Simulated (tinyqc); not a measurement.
Single-junction solar cell, detailed-balance limit: one step of the calculation.

Every photon above the gap Eg makes one pair and none below is absorbed; carriers thermalise at T and move without loss. Jsc = q fs X Phi(Eg, Ts); the dark current is J0 = q ge Phi(Eg, T)/ERE with the Boltzmann factor exp(V/Vt). The efficiency is the electrical power over fs X sigma Ts^4.

Problem. Photon flux of the source, term by term. Photon flux above E from a black body at temperature T into a hemisphere: Phi(E, T) = A sum_k exp(-k E/th)[E^2 th/k + 2 E th^2/k^2 + 2 th^3/k^3], k = 1, 2, ..., with th = kB T/q in eV and A = 2 pi q^3/(h^3 c^2). The first six terms at E = Eg, T = Ts are listed; the flux takes all.

Parameters, values chosen for the exercise: temperature of the black-body sun Ts = 4500 K; band gap Eg = 1.68 eV.

Constants: q = 1.602176634e-19 C, kB = 1.380649e-23 J/K, h = 6.62607015e-34 J s, c = 299792458 m/s. Results are converted to the units shown.

Wanted: th; A; terms k = 1..6; Phi(Eg, Ts).

Solution.

th = 0.38778 eV
A = 9.8833e22 cm^-2 s^-1 eV^-3
terms k = 1..6 (eV^3): [0.022547, 1.1875e-4, 9.6411e-7, 9.1431e-9, 9.3906e-11, 1.0124e-12]
Phi(Eg, Ts) = 2.2402e21 cm^-2 s^-1

Numbers from tinyqc (`OMP_NUM_THREADS=1 python tinyqc.py 2820043 2820044 out.jsonl`; about 0.01 s on one thread of a shared Intel Xeon 2.30GHz).
